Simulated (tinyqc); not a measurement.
Worked calculation: two-step dopant diffusion (predeposition and drive-in) with a constant diffusivity. Computed by tinyqc, a small Python program that keeps every step. Command: `OMP_NUM_THREADS=1 python tinyqc.py 3020176 3020177 out.jsonl dopdiff walk`. One thread of a shared host (Intel(R) Xeon(R) Processor @ 2.30GHz), about 0.06 s of CPU time with the checks. Intermediate numbers are printed to about 5 digits and carried at full precision; extremes and crossings named in words are read from the listed rows.

Fick diffusion into a half space x > 0 whose background doping C_B is of the opposite type, so that a junction lies where C = C_B.

Inputs (values chosen for the exercise, modelled on arsenic in silicon):
```
quantity,value,unit
prefactor D0,7.89,cm^2/s
activation energy E,4.02,eV
surface concentration C_s,1.2e+20,1/cm^3
background doping C_B,3.6e+16,1/cm^3
predeposition temperature T1,1050,C
predeposition time t1,20,min
drive-in temperature T2,1075,C
drive-in time t2,240,min
mean mobility in the layer mu,260,cm^2/(V s)
ramp rate,10,C/min
stand-by temperature,800,C
```

Furnace ramps of the drive-in: linear ramps.

Constants: k_B = 8.617333262e-05 eV/K; e = 1.602176634e-19 C.

## Diffusivities

D = D0 exp(-E/(k_B T)). Temperatures in kelvin are T(C) + 273.15. Times in seconds are 60 times the minutes.

D1 = 3.8477e-15 cm^2/s

D2 = 7.3985e-15 cm^2/s

product D1 t1 = 4.6172e-12 cm^2

## Thermal budget with ramps

One ramp between the stand-by temperature and T2 adds int D dT / rate (40-point Gauss-Legendre); the usual estimate counts it as an extra time k_B T2^2/(E rate) at T2. (Dt)2 = D2 t2 + two ramps, times in seconds.

budget of one ramp = 1.6372e-12 cm^2

estimated extra time of one ramp = 3.8960 min

drive-in budget (Dt)2 = 1.0981e-10 cm^2

The integral equals 3.69 min at T2, against the estimate 3.90 min; both ramps make 3.0 % of the budget.

## Predeposition

C = C_s erfc(x/(2 sqrt(D1 t1))); dose Q = 2 C_s sqrt(D1 t1/pi); the junction solves erfc(z) = C_B/C_s with x_j = 2 z sqrt(D1 t1).

dose Q = 2.9096e+14 1/cm^2

z = 2.5564

junction depth after predeposition = 0.10986 um

## Drive-in as a Gaussian

With a sealed surface and a thin source, C = Q/sqrt(pi (Dt)2) exp(-x^2/(4 (Dt)2)); x_j = 2 sqrt((Dt)2 ln(C(0)/C_B)); gradient at the junction |dC/dx| = C_B x_j/(2 (Dt)2).

surface concentration C(0) (Gaussian) = 1.5665e+19 1/cm^3

junction depth x_j = 0.51660 um

gradient at the junction = 8.4678e+21 1/cm^4

The drive-in moves the junction from 0.110 to 0.517 um and lowers the surface value by a factor 7.66. Caution: the surface value exceeds the intrinsic carrier density during the drive-in as well. Caution: C_s exceeds the intrinsic carrier density of silicon at the predeposition temperature (2e18 to 1e19 per cm^3), where real diffusivities rise with concentration and profiles turn box-like.

## Sheet resistance

Net dose Q_net = Q erf(x_j/(2 sqrt((Dt)2))) - C_B x_j; R_s = 1/(e mu Q_net), with every dopant ionised and one mobility.

net dose = 2.8895e+14 1/cm^2

sheet resistance R_s (Gaussian) = 83.078 ohm/square

## Exact junction depth

Exact two-step profile: C = (2 C_s/pi) int_0^alpha exp(-beta (1 + u^2))/(1 + u^2) du with alpha = sqrt(D1 t1/(Dt)2), beta = x^2/(4 (D1 t1 + (Dt)2)). The integral takes 48 Gauss-Legendre points; solve C(x) = C_B.

exact junction depth = 0.52325 um

## Gaussian against the exact two-step profile

Gaussian: C = Q/sqrt(pi (Dt)2) exp(-x^2/(4 (Dt)2)). Depths are fractions of the Gaussian x_j.

Profiles:
```
x/x_j,x (um),Gaussian (1/cm^3),exact (1/cm^3),ratio
0.0,0.00000,1.5665e+19,1.5451e+19,1.0139
0.2,0.10332,1.2285e+19,1.2197e+19,1.0072
0.4,0.20664,5.9258e+18,6.0009e+18,0.9875
0.6,0.30996,1.7580e+18,1.8403e+18,0.9553
0.8,0.41328,3.2078e+17,3.5186e+17,0.9117
1.0,0.51660,3.6000e+16,4.1959e+16,0.8580
1.2,0.61992,2.4849e+15,3.1220e+15,0.7959
```

With D1 t1/(Dt)2 = 0.042, the Gaussian is 1.4 % high at the surface and 14 % low at its own junction; the exact junction lies at 0.5233 um, 1.3 % deeper. The dose is the same, but the real source already has a width, which carries into the tail.

Checks made by the program: exact profile against the direct convolution of the erfc with the Gaussian kernel (relative difference below 1e-10).
